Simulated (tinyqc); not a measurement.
Length of a polyene: Hueckel, PPP and singles CI along the polyenes. Computed by the program tinyqc. 

All-trans chains of carbon centres 1.40 angstrom apart:

| parameter | value |
|---|---|
| beta (eV), times 1 +/- alternation | -2.380000 |
| alternation | 0 |
| W (eV) | 11.160000 |
| gamma_rr (eV) | 9.510000 |
| repulsion formula | Ohno |

Hueckel uses the same beta without repulsion; CIS keeps all single excitations and so misses the low, doubly excited 2Ag state. W is the valence ionisation energy of a centre, MN the Mataga-Nishimoto formula, f the oscillator strength.

Gaps and excitations (eV):

| centres | Hueckel gap | PPP orbital gap | bright singlet (CIS) | f | lowest triplet (CIS) |
|---|---|---|---|---|---|
| 2 | 4.760 | 11.743 | 6.024 | 0.516 | 3.496 |
| 4 | 2.942 | 9.092 | 4.627 | 1.014 | 2.277 |
| 6 | 2.118 | 7.721 | 3.802 | 1.463 | 1.688 |
| 8 | 1.653 | 6.880 | 3.257 | 1.869 | 1.359 |
| 10 | 1.355 | 6.313 | 2.869 | 2.233 | 1.156 |
| 12 | 1.148 | 5.907 | 2.580 | 2.560 | 1.021 |

The Hueckel gap tends to 4 x alternation x |beta| = 0.00 eV for long chains (zero without alternation, falling as 1/N). Exchange opens the PPP orbital gap, and the attraction of electron and hole brings the bright state 3.33 eV below it at 12 centres; the triplet lies 1.56 eV lower still.
